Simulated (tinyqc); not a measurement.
Hartree-Fock atom on a uniform radial grid, spin-unpolarised, for He, step by step. Computed by tinyqc, a small Python program that keeps every step. Settings: Z = 2, points = 64, R = 9.3, functional = hf2, mixing = 1.0, iteration cap = 90. Command: `OMP_NUM_THREADS=1 python tinyqc.py 24569 24570 out.jsonl` (the two numbers bound the seeds that draw the settings). One thread of a shared host (Intel(R) Xeon(R) Processor @ 2.60GHz), about 0.01 s of CPU time with the checks. Later iterations appear only in the table of the cycle.

## Iteration 1

Spherical atom on a uniform radial grid r_j = j h with h = R/(N + 1), h sum u^2 = 1 and integrals as h times sums, u(0) = u(R) = 0 (atomic units):

| parameter | value |
|---|---|
| Z | 2 |
| points N | 64 |
| R | 9.300000 |
| h | 0.143077 |
| mixing | 1.000000 |
| electrons in 1s | 2 |

Three-point differences turn -u''/2 + [l(l+1)/2r^2 - Z/r + V] u = e u into a tridiagonal matrix (diagonal 1/h^2 + potential, off-diagonal -1/2h^2). D = sum f u^2; the Hartree potential y/r solves y'' = -D/r with y(0) = 0, y(R) = N_e; for two electrons in one orbital exchange is -V_H/2 (Hartree-Fock); E = sum f e - int D V + int D (V_H/2 + eps_xc); V(new) = V + mixing (V_H + v_xc - V).

eigenvalues (hartree): 1s -1.960653

Every 4th grid point:

| r | V in | u(1s) | D | V_H | v_xc |
|---|---|---|---|---|---|
| 0.572308 | 0.000000 | 1.025900 | 2.104940 | 2.727963 | -1.363981 |
| 1.144615 | 0.000000 | 0.663102 | 0.879409 | 1.686299 | -0.843149 |
| 1.716923 | 0.000000 | 0.321453 | 0.206664 | 1.159166 | -0.579583 |
| 2.289231 | 0.000000 | 0.138516 | 0.038374 | 0.873094 | -0.436547 |
| 2.861538 | 0.000000 | 0.055957 | 0.006262 | 0.698868 | -0.349434 |
| 3.433846 | 0.000000 | 0.021701 | 0.000942 | 0.582432 | -0.291216 |
| 4.006154 | 0.000000 | 0.008182 | 0.000134 | 0.499231 | -0.249616 |
| 4.578462 | 0.000000 | 0.003022 | 0.000018 | 0.436828 | -0.218414 |
| 5.150769 | 0.000000 | 0.001099 | 2.41e-06 | 0.388292 | -0.194146 |
| 5.723077 | 0.000000 | 0.000395 | 3.11e-07 | 0.349462 | -0.174731 |
| 6.295385 | 0.000000 | 0.000140 | 3.93e-08 | 0.317693 | -0.158847 |
| 6.867692 | 0.000000 | 0.000049 | 4.89e-09 | 0.291219 | -0.145609 |
| 7.440000 | 0.000000 | 0.000017 | 5.98e-10 | 0.268817 | -0.134409 |
| 8.012308 | 0.000000 | 0.000006 | 7.14e-11 | 0.249616 | -0.124808 |
| 8.584615 | 0.000000 | 1.94e-06 | 0 | 0.232975 | -0.116487 |
| 9.156923 | 0.000000 | 2.97e-07 | 0 | 0.218414 | -0.109207 |

total energy = -2.68178105 hartree

## Iteration 2

As before.

eigenvalues (hartree): 1s -0.794518

Every 4th grid point:

| r | V in | u(1s) | D | V_H | v_xc |
|---|---|---|---|---|---|
| 0.572308 | 1.363981 | 0.885429 | 1.567967 | 2.339531 | -1.169766 |
| 1.144615 | 0.843149 | 0.729527 | 1.064420 | 1.582546 | -0.791273 |
| 1.716923 | 0.579583 | 0.481523 | 0.463729 | 1.135027 | -0.567514 |
| 2.289231 | 0.436547 | 0.291478 | 0.169918 | 0.867736 | -0.433868 |
| 2.861538 | 0.349434 | 0.168229 | 0.056602 | 0.697695 | -0.348847 |
| 3.433846 | 0.291216 | 0.094181 | 0.017740 | 0.582174 | -0.291087 |
| 4.006154 | 0.249616 | 0.051618 | 0.005329 | 0.499175 | -0.249587 |
| 4.578462 | 0.218414 | 0.027852 | 0.001551 | 0.436815 | -0.218408 |
| 5.150769 | 0.194146 | 0.014848 | 0.000441 | 0.388289 | -0.194144 |
| 5.723077 | 0.174731 | 0.007840 | 0.000123 | 0.349462 | -0.174731 |
| 6.295385 | 0.158847 | 0.004105 | 0.000034 | 0.317693 | -0.158846 |
| 6.867692 | 0.145609 | 0.002132 | 0.000009 | 0.291219 | -0.145609 |
| 7.440000 | 0.134409 | 0.001093 | 2.39e-06 | 0.268817 | -0.134409 |
| 8.012308 | 0.124808 | 0.000543 | 5.89e-07 | 0.249616 | -0.124808 |
| 8.584615 | 0.116487 | 0.000238 | 1.13e-07 | 0.232975 | -0.116487 |
| 9.156923 | 0.109207 | 0.000043 | 3.65e-09 | 0.218414 | -0.109207 |

total energy = -2.78633753 hartree

## Convergence

Stop when input and output potentials agree to 1e-7.

Course of the cycle (hartree):

| iteration | E | e(1s) | largest \|V(out) - V(in)\| |
|---|---|---|---|
| 1 | -2.68178105 | -1.960653 | 1.92e+00 |
| 2 | -2.78633753 | -0.794518 | 3.98e-01 |
| 3 | -2.79566663 | -0.928403 | 1.23e-01 |
| 4 | -2.79653967 | -0.883148 | 3.75e-02 |
| 5 | -2.79662124 | -0.896520 | 1.15e-02 |
| 6 | -2.79662887 | -0.892388 | 3.51e-03 |
| 7 | -2.79662959 | -0.893648 | 1.07e-03 |
| 8 | -2.79662966 | -0.893262 | 3.29e-04 |
| 9 | -2.79662966 | -0.893380 | 1.01e-04 |
| 10 | -2.79662966 | -0.893344 | 3.07e-05 |
| 11 | -2.79662966 | -0.893355 | 9.40e-06 |
| 12 | -2.79662966 | -0.893352 | 2.88e-06 |
| 13 | -2.79662966 | -0.893353 | 8.80e-07 |
| 14 | -2.79662966 | -0.893352 | 2.69e-07 |
| 15 | -2.79662966 | -0.893353 | 8.23e-08 |

Converged in 15 iterations. A uniform grid resolves the cusp poorly: for a bare nucleus this grid gives 1s at -1.96065 against -Z^2/2 = -2 hartree. Before convergence this energy mixes input and output and is not variational, so it may rise towards its limit.
